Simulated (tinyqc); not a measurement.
# Carrier lifetime of a p-type layer with SRH, radiative, Auger and surface recombination, step by step

Program tinyqc, `OMP_NUM_THREADS=1 python tinyqc.py 2300148 2300149 out.jsonl`; Intel Xeon 2.30GHz, shared host, one thread, about 0.01 s. Printed values are rounded.

Uniform excess density dn = dp (no trapping), n = n0 + dn, p = p0 + dn, Boltzmann statistics, full ionisation. Surfaces enter as a rate 2 S dn/d, which holds while diffusion to them is fast.

Values chosen for this exercise; band and dielectric values close to those of silicon: temperature T = 300 K; band gap Eg = 1.13 eV; conduction-band density of states at T Nc = 2.81e19 cm^-3; valence-band density of states at T Nv = 2.63e19 cm^-3; radiative coefficient B = 4.77e-15 cm^3/s; acceptor density N = 1.8e15 cm^-3; Auger coefficient (two electrons) Cn = 2.7e-31 cm^6/s; Auger coefficient (two holes) Cp = 1.3e-31 cm^6/s; trap density Nt = 5.3e10 cm^-3; capture cross-section for electrons sn = 3e-14 cm^2; capture cross-section for holes sp = 3e-14 cm^2; thermal velocity (both carriers) vth = 1.2e7 cm/s; trap level below the conduction band Et = 0.35 eV; surface recombination velocity (both faces) S = 0 cm/s; sample thickness d = 10 um; generation rate G = 3.6e20 cm^-3 s^-1.

Constants: q = 1.602176634e-19 C, kB = 1.380649e-23 J/K, Vt = kB T/q. Results are converted to the units shown.

## Equilibrium densities and SRH constants

ni = sqrt(Nc Nv) exp(-Eg/(2 Vt)), Eg in volts; majority density N/2 + sqrt(N^2/4 + ni^2), n0 p0 = ni^2; n1 = Nc exp(-Et/Vt), p1 = Nv exp((Et - Eg)/Vt); tn0 = 1/(sn vth Nt), tp0 = 1/(sp vth Nt).

ni = 8.76494e9 cm^-3
n0 = 42680.1 cm^-3
p0 = 1.80000e15 cm^-3
n1 = 3.70651e13 cm^-3
p1 = 2.07268e6 cm^-3
tn0 = 5.24109e-5 s
tp0 = 5.24109e-5 s

## Starting value

dn = 7e15 cm^-3.

dn at the start = 7e15 cm^-3

## Iteration 1: new dn

With e = n p - ni^2 = dn (n0 + p0 + dn): U_SRH = e/(tp0 (n + n1) + tn0 (p + p1)), U_rad = B e, U_Aug = (Cn n + Cp p) e, U_s = 2 S dn/d. Newton step on ln U(ln dn) = ln G, U the sum: k = d ln U/d ln dn (central difference over factors 1.0001), dn(new) = dn (G/U)^(1/k).

U_SRH = 7.42138e19 cm^-3 s^-1
U_rad = 2.93832e17 cm^-3 s^-1
U_Aug = 1.86894e17 cm^-3 s^-1
U_s = 0 cm^-3 s^-1
k = 0.919451
dn after iteration 1 = 3.87211e16 cm^-3

## Iteration 2: new dn

As before.

U_SRH = 3.77614e20 cm^-3 s^-1
U_rad = 7.48424e18 cm^-3 s^-1
U_Aug = 2.46689e19 cm^-3 s^-1
U_s = 0 cm^-3 s^-1
k = 1.11471
dn after iteration 2 = 3.44747e16 cm^-3

## Iteration 3: new dn

As before.

U_SRH = 3.37079e20 cm^-3 s^-1
U_rad = 5.96516e18 cm^-3 s^-1
U_Aug = 1.75377e19 cm^-3 s^-1
U_s = 0 cm^-3 s^-1
k = 1.08764
dn after iteration 3 = 3.44235e16 cm^-3

## Course of the iteration

Stop when the step is below 1e-10 of the value, or after 40 iterations.

Course of the iteration:

| iteration | dn before the step (cm^-3) | step (cm^-3) |
|---|---|---|
| 1 | 7e15 | 3.17e16 |
| 2 | 3.87211e16 | -4.25e15 |
| 3 | 3.44747e16 | -5.12e13 |
| 4 | 3.44235e16 | -7.47e9 |
| 5 | 3.44235e16 | < 1e4 |

Converged in 5 iterations.

## Lifetime, shares and quasi-Fermi splitting

converged dn = 3.44235e16 cm^-3

With e = n p - ni^2 = dn (n0 + p0 + dn): U_SRH = e/(tp0 (n + n1) + tn0 (p + p1)), U_rad = B e, U_Aug = (Cn n + Cp p) e, U_s = 2 S dn/d. tau = dn/U, shares of U, splitting Vt ln(n p/ni^2), radiative efficiency U_rad/U.

tau = 9.56208e-5 s
shares (%): SRH 93.4974, radiative 1.6522, Auger 4.8504, surface 0.0000
quasi-Fermi splitting = 0.786365 V

SRH recombination takes the largest share. dn is 19 times the doping: high injection.
